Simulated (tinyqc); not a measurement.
Worked calculation: Tamm state at the end of a one-band chain. Values are carried at full precision from step to step, so a last printed digit may differ when a step is redone from the rounded ones.

A half-infinite chain with site energy 0 and hopping -t, band E = -2t cos(ka); the end site has energy D. The surface Green function of the unperturbed half chain is g = (E -/+ sqrt(E^2 - 4t^2))/(2t^2), the root with |t g| <= 1 and Im g <= 0, and with the shift G = g/(1 - D g).

Inputs chosen for the exercise: t = 1.32 eV (hopping); D = -1.53 eV (shift of the end site); a = 3.4 angstrom (spacing); N = 6 (sites); E = 2.02 eV (energy in the band).

## The bound state

Amplitudes z^n solve the chain for E = -t (z + 1/z); the end site demands z = -t/D, bound if |z| < 1. Then E = D + t^2/D, weight on the end site 1 - z^2, decay length -a/ln|z|.

z = 0.8627
E = -2.6688 eV
weight on the end site = 0.2557
decay length of the amplitude = 23.030 angstrom

The state lies 0.0288 eV below the band, and its amplitude keeps its sign from site to site.

## A finite chain

Write H for N sites.

H (eV):
$$\begin{pmatrix}
-1.530 & -1.320 & 0 & 0 & 0 & 0 \\
-1.320 & 0 & -1.320 & 0 & 0 & 0 \\
0 & -1.320 & 0 & -1.320 & 0 & 0 \\
0 & 0 & -1.320 & 0 & -1.320 & 0 \\
0 & 0 & 0 & -1.320 & 0 & -1.320 \\
0 & 0 & 0 & 0 & -1.320 & 0
\end{pmatrix}$$

## Levels of the finite chain

Diagonalise; give the weight of each level on site 1.

levels (eV): [-2.6361, -2.0292, -0.9771, 0.2916, 1.4866, 2.3341]

weights on site 1: [0.3913, 0.2352, 0.1820, 0.1181, 0.0580, 0.0154]

The split-off level differs from the half-infinite value by +32.758 meV, the pull of the far end.

## Local density of states in the band

Form g and G at E; the surface density is -Im G/pi, the bulk density 1/(pi sqrt(4t^2 - E^2)).

g = 0.5797-0.4878i 1/eV
G = 0.3541-0.1185i 1/eV

densities (1/eV): clean end 0.1553, shifted end 0.0377, bulk 0.1873

## Checks

- Pole of G, 1 - D g(E) = 0, at the bound level: both 1.00000.

tinyqc: `OMP_NUM_THREADS=1 python tinyqc.py 1450221 1450222 out.jsonl`; about 0.01 s, one thread, shared Intel(R) Xeon(R) Processor @ 2.30GHz.
